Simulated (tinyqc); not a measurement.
MOS inversion layer, Poisson-Schroedinger loop: one step of the calculation.

Electrons confined at an insulator interface at z = 0, treated as a hard wall; parabolic valleys, Hartree approximation, no image or exchange terms. The depletion charge lies far deeper than the electrons and gives a uniform field q Nd/(eps0 eps_r); the gate balances all charge. Energies are counted from the band edge at the interface.

Problem. Density, output potential and mixing. n_i = sum_k N_k |psi_k|^2 (converted to cm^-3). Hartree part by Gauss: on the interval before node i the electrons still beyond are S_i = Ns - hz sum_(j<i) n_j, and U_i = U_(i-1) + q S_i hz/(eps0 eps_r) in eV, U_0 = 0 at the interface. Mixing: U(new) = U + a (U(out) - U).

Parameters, values chosen for the exercise; masses and permittivity close to those of In0.53Ga0.47As:
- eps_r = 14.1 (relative permittivity)
- Ns = 1.7e12 cm^-2 (sheet density of electrons)
- a = 0.5 (mixing factor)

Constants: q = 1.602176634e-19 C, eps0 = 8.8541878128e-14 F/cm where lengths are in cm. Results are converted to the units shown.

```
node  z (nm)  self-consistent potential U at the start (eV)  |psi|^2 of A1 (1/nm)  |psi|^2 of A2 (1/nm)
1        2.5                                              0           0.019590193           0.019072206
2          5                                              0           0.058542942           0.042249768
3        7.5                                              0           0.084584511           0.031853018
4         10                                              0           0.084640484           0.006173940
5       12.5                                              0           0.066201171           0.002432296
6         15                                              0           0.042913319           0.026307210
7       17.5                                              0           0.023855903           0.054796990
8         20                                              0           0.011629720           0.067056695
9       22.5                                              0           0.005050293           0.060126454
10        25                                              0           0.001975996           0.043096851
11      27.5                                              0           0.000702135           0.025772090
12        30                                              0           0.000227325           0.013105856
13      32.5                                              0           0.000066510           0.005635525
14        35                                              0           0.000016721           0.001927641
15      37.5                                              0           0.000002777           0.000393460
```

N_k (cm^-2): A1 1.1063416e12, A2 5.9365836e11

Give: n; U(out); U after round 1.

Solution.

```
node  n (1e18 cm^-3)  U(out) (eV)  U after round 1 (eV)
1             0.3300      0.05454               0.02727
2             0.8985      0.10644               0.05322
3             1.1249      0.15113               0.07556
4             0.9731      0.18679               0.09340
5             0.7469      0.21465               0.10733
6             0.6309      0.23652               0.11826
7             0.5892      0.25333               0.12667
8             0.5268      0.26542               0.13271
9             0.4128      0.27328               0.13664
10            0.2777      0.27782               0.13891
11            0.1608      0.28015               0.14007
12            0.0803      0.28118               0.14059
13            0.0342      0.28156               0.14078
14            0.0116      0.28167               0.14084
15            0.0024      0.28169               0.14085
```

Numbers from tinyqc (`OMP_NUM_THREADS=1 python tinyqc.py 2160172 2160173 out.jsonl`; about 0.6 s on one thread of a shared Intel Xeon 2.30GHz).
